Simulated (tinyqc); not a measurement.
Worked calculation: G0W0 on RHF in the sto-3g basis, for H3+, spin multiplicity 1. Computed by tinyqc, a small Python program that keeps every step (integrals from PySCF). Settings: charge = 1, multiplicity = 1, basis = sto-3g, method = RHF, energy threshold = 1e-10, iteration cap = 74, orthogonalisation = canonical, start = atomic densities, DIIS depth = 6. Command: `OMP_NUM_THREADS=1 python tinyqc.py 22967 22968 out.jsonl` (the two numbers bound the seeds that draw the settings). One thread of a shared host (Intel(R) Xeon(R) Processor @ 2.60GHz), about 0.05 s of CPU time with the checks. The early iterations of the SCF are left out here.

## One-electron integrals

Geometry (angstrom):
```
atom        x        y        z
H     0.00000  0.00000  0.00000
H     0.00000  0.00000  0.84500
H     0.00000  0.73200  0.42200
```

Basis sto-3g: exponents (1/bohr^2) and contraction coefficients of normalised primitives:
```
element  l (shell)  exponent  coefficient
H            s (1)   3.42525      0.15433
H            s (1)   0.62391      0.53533
H            s (1)   0.16886      0.44463
```

Overlap, kinetic and nuclear-attraction integrals over the contracted functions; the nuclear repulsion is the sum of Za Zb / Rab.

nuclear repulsion = 1.8784680 hartree

overlap S, order 1H 1s, 2H 1s, 3H 1s:
```
[[1.00000, 0.59189, 0.59193],
 [0.59189, 1.00000, 0.59161],
 [0.59193, 0.59161, 1.00000]]
```

kinetic energy T (hartree), order 1H 1s, 2H 1s, 3H 1s:
```
[[0.76003, 0.17914, 0.17917],
 [0.17914, 0.76003, 0.17892],
 [0.17917, 0.17892, 0.76003]]
```

nuclear attraction V (hartree), order 1H 1s, 2H 1s, 3H 1s:
```
[[-2.40846, -1.39121, -1.39134],
 [-1.39121, -2.40818, -1.39046],
 [-1.39134, -1.39046, -2.40822]]
```

core Hamiltonian H = T + V (hartree), order 1H 1s, 2H 1s, 3H 1s:
```
[[-1.64843, -1.21208, -1.21216],
 [-1.21208, -1.64815, -1.21154],
 [-1.21216, -1.21154, -1.64819]]
```

## Two-electron integrals

Functions are numbered as in S; the eight-fold symmetry (ij|kl) = (ji|kl) = (kl|ij) leaves the list below.

Two-electron integrals (ij|kl) in chemists' order, unique and non-zero (hartree):
```
(11|11) 0.77461   (21|11) 0.38658   (21|21) 0.23329   (22|11) 0.53129
(22|21) 0.38658   (22|22) 0.77461   (31|11) 0.38662   (31|21) 0.21492
(31|22) 0.32509   (31|31) 0.23333   (32|11) 0.32499   (32|21) 0.21481
(32|22) 0.38635   (32|31) 0.21482   (32|32) 0.23305   (33|11) 0.53131
(33|21) 0.32508   (33|22) 0.53113   (33|31) 0.38662   (33|32) 0.38635
(33|33) 0.77461
```

## Orthogonalisation

S = U s U^T; canonical form X = U s^(-1/2), so that X^T S X = 1. Each column of U has its largest component positive (the first on a tie).

eigenvalues of S: [0.40799, 0.40839, 2.18362]

X, order 1H 1s, 2H 1s, 3H 1s:
```
[[1.27560, -0.08180, 0.39075],
 [-0.56702, 1.14514, 0.39068],
 [-0.70880, -1.06330, 0.39069]]
```

## Starting guess

The start is atomic minimal-basis densities projected into this basis (PySCF's MINAO start) and scaled to the electron count of each spin; this density is not idempotent, so its energy is not variational and may lie below the converged one.

D at the start, order 1H 1s, 2H 1s, 3H 1s:
```
[[0.61100, 0.04701, 0.04701],
 [0.04701, 0.61104, 0.04701],
 [0.04701, 0.04701, 0.61104]]
```

## Iteration 3 (converged): orbitals

converged F (hartree), order 1H 1s, 2H 1s, 3H 1s:
```
[[-0.90813, -0.90431, -0.90436],
 [-0.90431, -0.90782, -0.90401],
 [-0.90436, -0.90401, -0.90787]]
```

Diagonalise F' = X^T F X, C = X C', fill 1 alpha and 1 beta electrons from the bottom; D = 2 C_occ C_occ^T. Each column has its largest component positive (the first on a tie).

F' = X^T F X (hartree):
```
[[-0.00880, 0.00000, -0.00007],
 [0.00000, -0.00938, 0.00001],
 [-0.00007, 0.00001, -1.24398]]
```

orbital energies (hartree): [-1.24398, -0.00938, -0.00880]

coefficients C, order 1H 1s, 2H 1s, 3H 1s:
```
[[0.39083, -0.08180, 1.27558],
 [0.39063, 1.14515, -0.56704],
 [0.39066, -1.06330, -0.70882]]
```

D after iteration 3, order 1H 1s, 2H 1s, 3H 1s:
```
[[0.30549, 0.30534, 0.30536],
 [0.30534, 0.30519, 0.30521],
 [0.30536, 0.30521, 0.30523]]
```

## Convergence

Stop when the energy changes by less than 1e-10 hartree and every element of the error matrix X^T (F D S - S D F) X is below 3e-06.

Course of the cycle:
```
iteration  E (hartree)     change  largest element of the error matrix
1           -0.6966278          -                             1.20e-04
2           -1.2303565  -5.34e-01                             1.02e-05
3           -1.2303565  -4.87e-11                             2.02e-06
```

PySCF RHF in the same basis = -1.2303565 hartree

Converged in 3 iterations.

## Populations, bond orders and dipole

Mulliken: Z minus the diagonal of D S on the atom; Loewdin: the same with S^(1/2) D S^(1/2); Mayer order: 2 sum_s sum (D(s) S)_ij (D(s) S)_ji over the two atoms.

Charges (e):
```
atom  Mulliken  Loewdin
1H     0.33303  0.33307
2H     0.33352  0.33349
3H     0.33345  0.33343
```

Mayer bond orders:
```
pair    order
2-1   0.44452
3-1   0.44457
3-2   0.44424
```

dipole moment about the origin, x y z (debye): [0.00000, 1.17239, 2.02954]

## Integrals over molecular orbitals

(pq|rs) = sum C_ip C_jq C_kr C_ls (ij|kl), one index at a time.

one-electron integrals over orbitals h = C^T H C (hartree):
```
[[-1.86484, 0.00001, -0.00007],
 [0.00001, -1.06916, 0.00000],
 [-0.00007, 0.00000, -1.06872]]
```

Two-electron integrals over orbitals (pq|rs), unique and non-zero (hartree):
```
(11|11) 0.62086     (21|11) -1.33e-05   (21|21) 0.14385     (22|11) 0.60181
(22|21) 0.01696     (22|22) 0.67881     (31|11) 0.00007     (31|22) -0.08711
(31|31) 0.14385     (32|21) -0.08717    (32|22) -1.26e-05   (32|31) -0.01696
(32|32) 0.07104     (33|11) 0.60189     (33|21) -0.01697    (33|22) 0.53687
(33|31) 0.08715     (33|32) 1.26e-05    (33|33) 0.67885
```

## Screening: direct RPA

With D = e_a - e_i and K = (ia|jb): diagonalise D^(1/2) (D + 4K) D^(1/2) = Z w^2 Z^T; X + Y = D^(1/2) Z w^(-1/2), each column of Z with its largest component positive (the first on a tie); E_c = (sum w - tr (D + 2K)) / 2.

D^(1/2) (D + 4K) D^(1/2) (hartree^2), order 1>2, 1>3:
```
[[2.23465, 0.00000],
 [0.00000, 2.23643]]
```

excitation energies w (hartree): [1.49487, 1.49547]

X + Y, order 1>2, 1>3:
```
[[0.90879, 0.00001],
 [-0.00001, 0.90882]]
```

RPA correlation energy = -0.0274290 hartree

## G0W0 on Hartree-Fock: HOMO

W(p,q,m) = sqrt2 sum_ia (pq|ia) (X+Y)_ia,m; Sigma_c(x) = sum_(i,m) W^2/(x - e_i + w_m) + sum_(a,m) W^2/(x - e_a - w_m); solve x = e_p + Sigma_c(x) by Newton steps; Z = 1/(1 - dSigma/dx); 1 hartree = 27.211386 eV.

The 12 largest terms at x = e_p (hartree; W for the signs of X + Y given):
```
q  m          W      term
2  1    0.18488  -0.01252
3  2    0.18489  -0.01252
1  2    0.00009  5.17e-09
1  1  -1.71e-05  1.96e-10
2  2   1.31e-06         0
3  1  -1.31e-06         0
```

Newton steps (hartree):
```
step         x  Sigma_c(x)        Z
0     -1.24398    -0.02504  0.99091
1     -1.26880    -0.02482  0.99107
2     -1.26880    -0.02482  0.99107
```

quasiparticle energy of the HOMO = -34.52583 eV

Hartree-Fock value = -33.85055 eV

## G0W0 on Hartree-Fock: LUMO

As before.

The 12 largest terms at x = e_p (hartree; W for the signs of X + Y given):
```
q  m         W      term
1  1   0.18488   0.01252
3  1  -0.11203  -0.00839
2  2  -0.11195  -0.00838
2  1   0.02180  -0.00032
3  2  -0.02180  -0.00032
1  2  1.31e-06         0
```

Newton steps (hartree):
```
step         x  Sigma_c(x)        Z
0     -0.00938    -0.00489  0.98403
1     -0.01419    -0.00481  0.98409
2     -0.01419    -0.00481  0.98409
```

quasiparticle energy of the LUMO = -0.38615 eV

Hartree-Fock value = -0.25532 eV
